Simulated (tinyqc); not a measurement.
# p-n diode, drift-diffusion by the Gummel loop with Scharfetter-Gummel fluxes: effects of single changes

Abrupt junction at x = 0, p side from -Lp, n side to Ln, ohmic contacts. psi is counted from the intrinsic level; n = ni exp((psi - phin)/Vt), p = ni exp((phip - psi)/Vt). Contacts: p side psi = V - Vt ln(Na/ni), p = Na, n = ni^2/Na; n side psi = Vt ln(Nd/ni), n = Nd, p = ni^2/Nd. Constant mobilities, D = mu Vt, Boltzmann statistics, SRH recombination through a mid-gap level, U = (n p - ni^2)/(tp (n + ni) + tn (p + ni)). Current is positive from the p contact to the n contact.

Parameters, values chosen for the exercise; band and dielectric values close to those of cadmium telluride: temperature T = 300 K; band gap Eg = 1.5 eV; relative permittivity eps_r = 10.3; conduction-band density of states at T Nc = 7.87e17 cm^-3; valence-band density of states at T Nv = 1.77e19 cm^-3; acceptor density of the p side Na = 3.9e16 cm^-3; donor density of the n side Nd = 2e17 cm^-3; electron mobility mun = 570 cm^2/(V s); hole mobility mup = 44 cm^2/(V s); SRH lifetime of electrons tn = 4e-9 s; SRH lifetime of holes tp = 9e-9 s; length of the p side Lp = 2.5 um; length of the n side Ln = 1.6 um; uniform generation rate G = 0 cm^-3 s^-1.

Constants: q = 1.602176634e-19 C, kB = 1.380649e-23 J/K, Vt = kB T/q, eps0 = 8.8541878128e-14 F/cm where lengths are in cm. Results are converted to the units shown.

Each table varies one quantity; the others keep the values above.

## Current against voltage in the dark

ni = sqrt(Nc Nv) exp(-Eg/(2 Vt)), Eg in volts. Poisson and both continuity equations are solved self-consistently with Scharfetter-Gummel fluxes on a graded mesh of 500 nodes. J_scr is q times the integral of U between -xp and xn. Ideal diffusion current J_id = q ni^2 [Dn coth(wp/Le)/(Le Na) + Dp coth(wn/Lh)/(Lh Nd)] (exp(V/Vt) - 1), Le = sqrt(Dn tn), Lh = sqrt(Dp tp), wp = Lp - xp, wn = Ln - xn, with xp and xn from the depletion approximation (W = sqrt(2 eps0 eps_r (Vbi - V)(1/Na + 1/Nd)/q), xp = W Nd/(Na + Nd), xn = W Na/(Na + Nd), Vbi = Vt ln(Na Nd/ni^2)). Ideality factor = 0.004 V/(Vt ln[J(V + 0.004 V)/J(V)]). Here G = 0.

In this table G = 0 cm^-3 s^-1.

Current against voltage in the dark:
columns A: V (V); B: J (A/cm^2); C: ideality factor; D: J_scr/J (%); E: J_id (A/cm^2); F: share recombining at the contacts (%); G: larger minority/doping at -xp and xn
```
A           B     C     D         E        F         G
0.26  1.94e-9  1.94   100  7.07e-15  2.39e-4  2.21e-17
0.38  2.13e-8  1.94   100  7.32e-13  0.00225  2.27e-15
0.49  1.93e-7  1.93   100  5.15e-11   0.0174  1.59e-13
0.61  2.17e-6  1.91  99.8   5.32e-9    0.160  1.64e-11
0.72  2.06e-5  1.86  98.2   3.74e-7     1.18   1.14e-9
0.84  2.80e-4  1.65  86.2   3.87e-5     8.91   1.16e-7
0.96  0.00712  1.23  43.9   0.00400     36.1   1.18e-5
1.07    0.316  1.05  11.7     0.281     56.5   7.95e-4
1.19     24.1  1.20  1.98      29.0     65.5    0.0574
```

J rises from 1.94e-9 to 24.1 A/cm^2; the ideality factor goes from 1.94 through a minimum of 1.05 (at V = 1.07 V among the rows listed) to 1.20. Recombination in the depleted layer carries over half of the current up to V = 0.84 V, where the factor is 1.65; it grows roughly as exp(V/2 Vt), so diffusion overtakes it. Where the factor is lowest (V = 1.07 V), J is 13 % above the ideal diffusion current.

## Effect of the SRH lifetime of electrons at fixed bias

Same model as above.

In this table V = 0.87 V.

Effect of the SRH lifetime of electrons at fixed bias:
columns A: tn (s); B: J (A/cm^2); C: ideality factor; D: J_scr/J (%); E: J_id (A/cm^2); F: share recombining at the contacts (%); G: larger minority/doping at -xp and xn
```
A            B     C     D        E        F        G
1e-11   0.0147  1.58  88.3  0.00182  0.00974  3.14e-7
1e-10  0.00408  1.59  85.9  5.77e-4   0.0884  3.57e-7
1e-9   0.00116  1.59  83.5  1.92e-4     4.51  3.68e-7
1e-8   3.83e-4  1.49  72.1  1.07e-4     22.8  3.70e-7
1e-7   1.76e-4  1.26  45.4  9.66e-5     52.4  3.70e-7
1e-6   1.19e-4  1.10  19.8  9.55e-5     78.2  3.70e-7
1e-5   1.02e-4  1.03  6.92  9.54e-5     91.0  3.70e-7
```

Read the table: what changes, and by how much?

As tn rises from 1e-11 to 1e-5, J falls from 0.0147 to 1.02e-4 A/cm^2, the share of the depleted layer falls from 88.3 to 6.92 % and the share lost at the contacts rises from 0.00974 to 91.0 %. The exponent d ln J/d ln tn is -0.56 between the first two rows and -0.07 between the last two. J less J_scr is 0.24 % below J_id in the last row.

Numbers from tinyqc (`OMP_NUM_THREADS=1 python tinyqc.py 2240018 2240019 out.jsonl`; about 0.1 s on one thread of a shared Intel Xeon 2.30GHz).
